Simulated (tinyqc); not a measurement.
# Schottky emission and Poole-Frenkel conduction in an insulator, and how to tell them apart, step by step

Program tinyqc, `OMP_NUM_THREADS=1 python tinyqc.py 2370123 2370124 out.jsonl`; Intel Xeon 2.30GHz, shared host, one thread, about 0.01 s. Printed values are rounded.

Schottky emission (electrode-limited): J = As T^2 exp[-(pb - b sqrt(F))/Vt], b = sqrt(q/(4 pi eps0 ei)). Poole-Frenkel emission (bulk-limited): J = s0 F exp[-(pt - 2 b sqrt(F))/Vt]. F in V/cm.

Parameters, values chosen for the exercise; dielectric values close to those of aluminium oxide:

| symbol | value | unit | meaning |
|---|---|---|---|
| T | 300 | K | temperature |
| ei | 3.31 |  | high-frequency relative permittivity |
| es | 9 |  | static relative permittivity |
| pt | 0.77 | eV | trap depth |
| s0 | 0.32 | S/cm | Poole-Frenkel prefactor |
| pb | 1.46 | eV | electrode barrier |
| As | 20 | A/(cm^2 K^2) | Richardson constant |
| F | 0.9 | MV/cm | field |

Constants: q = 1.602176634e-19 C, kB = 1.380649e-23 J/K, Vt = kB T/q, eps0 = 8.8541878128e-14 F/cm where lengths are in cm. Results are converted to the units shown.

## Both currents at one field

Lowerings b sqrt(F) and 2 b sqrt(F); the image-force maximum lies at sqrt(q/(16 pi eps0 ei F)) from the electrode.

Schottky lowering = 197.871 meV
position of the barrier top = 1.09929 nm
Poole-Frenkel lowering = 395.743 meV
J, Schottky = 1.12836e-15 A/cm^2
J, Poole-Frenkel = 0.148645 A/cm^2

Injection and bulk transport act in series, so the smaller capacity limits the current: here the electrode, by a factor of 1.32e14.

## Which mechanism made these data

```
point,F (MV/cm),J (A/cm^2)
0,0.48,4.869e-16
1,0.77,2.16e-15
2,1.05,7.084e-15
3,1.34,2.07e-14
4,1.63,5.411e-14
5,1.92,1.303e-13
```

The data come from another sample of the same dielectric, in which one mechanism alone limits the current. Fit straight lines by least squares: ln J on sqrt(F) (Schottky plot, slope b/Vt) and ln(J/F) on sqrt(F) (Poole-Frenkel plot, slope 2 b/Vt), F in V/cm, and read a permittivity from each slope. The right mechanism gives a value near ei, and in any case between ei and es.

slope of the Schottky plot = 0.00806791 (cm/V)^0.5
permittivity read as Schottky = 3.31010
slope of the Poole-Frenkel plot = 0.00608276 (cm/V)^0.5
permittivity read as Poole-Frenkel = 23.2928

Both plots are nearly straight, so straightness decides nothing. Read as Schottky the data give 3.31, which matches ei = 3.31; read as Poole-Frenkel they give 23.3, above even the static value 9. The data were made by Schottky emission.
